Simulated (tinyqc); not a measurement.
Heavy doping: band filling, gap narrowing, band tails and the effective intrinsic density: one step, computed by the program tinyqc.

An n-type crystal above its Mott density, with all dopants ionised: n = N_D - N_A, ionised centres N_I = N_D + N_A. Valleys are taken as spherical with mass m_e.

Task: Band filling. n = M_c (1/(2 pi^2)) (m_e/(hbar^2/2m_0))^(3/2) int sqrt(E) f dE, f = 1/(1 + exp((E - E_F)/k_B T)); trapezoid rule in t = sqrt(E/k_B T), step 0.02 up to 12; E_F by bisection from the band edge. At T = 0, E_F = (hbar^2/2m_0) k_F^2/m_e; dn/dE_F uses f (1 - f)/k_B T in place of f.

Inputs (values chosen for the exercise, modelled on silicon):
```
quantity           value  unit
gap E_g             1.14    eV
electron mass m_e   0.34   m_0
valleys M_c            6     -
temperature T         77     K
```

Conduction band: parabolic.

n = 8.46e+19 cm^-3

k_F = 0.07473890 1/angstrom

Constants: k_B = 8.617333262e-05 eV/K; hbar^2/(2 m_0) = 3.80998212 eV angstrom^2.

Give: E_F above the band edge; E_F at T = 0; E_F/k_B T; dn/dE_F.

Result:

E_F above the band edge = 62.01 meV

E_F at T = 0 = 62.59 meV

E_F/k_B T = 9.345

dn/dE_F = 2.008e+21 cm^-3/eV
